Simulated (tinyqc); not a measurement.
# Worked calculation: band offsets of oxides on a semiconductor by the charge-neutrality-level model

Program tinyqc, `OMP_NUM_THREADS=1 python tinyqc.py 2410121 2410122 out.jsonl`; Intel Xeon 2.30GHz, shared host, one thread, about 0.01 s. Printed values are rounded.

Each material has a charge-neutrality level at the depth Phi = chi + Eg - CNL below vacuum. For oxide B on semiconductor A, dEc = (chiA - PhiA) - (chiB - PhiB) + S (PhiA - PhiB), dEv = EgB - EgA - dEc, with the pinning factor S = 1/(1 + 0.1 (eps_inf - 1)^2) of the oxide. S = 1 is the affinity rule, S = 0 aligns the two levels.

Values chosen for this exercise; substrate values close to those of germanium:
- EgA = 0.66 eV (gap of the semiconductor)
- chiA = 4 eV (its electron affinity)
- cA = 0.1 eV (its charge-neutrality level above the valence edge)

Range of the model: The model ignores the chemistry of the actual interface, which can move offsets by several tenths of an eV.

## One oxide

oxide values (close to silicon dioxide): Eg (eV) 9.21, chi (eV) 0.92, CNL (eV) 4.38, eps_inf 2.18

Depths of both levels, S and the two offsets.

PhiA = 4.56 eV
PhiB = 5.75 eV
S = 0.877778
dEc = 3.22544 eV
dEv = 5.32456 eV

The limits are dEc = 3.08 eV (S = 1) and 4.27 eV (S = 0).

## Oxides compared

Oxides (values chosen for the exercise, close to those of the materials named):
```
	Eg (eV)	chi (eV)	CNL above Ev (eV)	eps_inf
silicon dioxide	9.21	0.92	4.38	2.18
silicon nitride	5.23	2.05	2.65	4.05
aluminium oxide	8.57	0.98	5.49	3.47
hafnium oxide	6.11	2.38	3.64	3.99
zirconium oxide	5.64	2.44	3.54	4.85
titanium oxide	3.1	4.01	2.16	7.61
tantalum oxide	4.38	3.23	3.23	4.75
```

The same for each oxide, with both limits.

Offsets:
```
	S	dEc (eV)	dEv (eV)	dEc, S = 1 (eV)	dEc, S = 0 (eV)
silicon dioxide	0.8778	3.225	5.325	3.080	4.270
silicon nitride	0.5181	1.984	2.586	1.950	2.020
aluminium oxide	0.6211	2.831	5.079	3.020	2.520
hafnium oxide	0.5280	1.757	3.693	1.620	1.910
zirconium oxide	0.4029	1.548	3.432	1.560	1.540
titanium oxide	0.1862	0.3074	2.133	-0.01000	0.3800
tantalum oxide	0.4156	0.6648	3.055	0.7700	0.5900
```

Both offsets exceed 1 eV for: silicon dioxide, silicon nitride, aluminium oxide, hafnium oxide, zirconium oxide. dEc falls short for: titanium oxide, tantalum oxide. The choice of S matters most for silicon dioxide, where the limits differ by 1.19 eV.
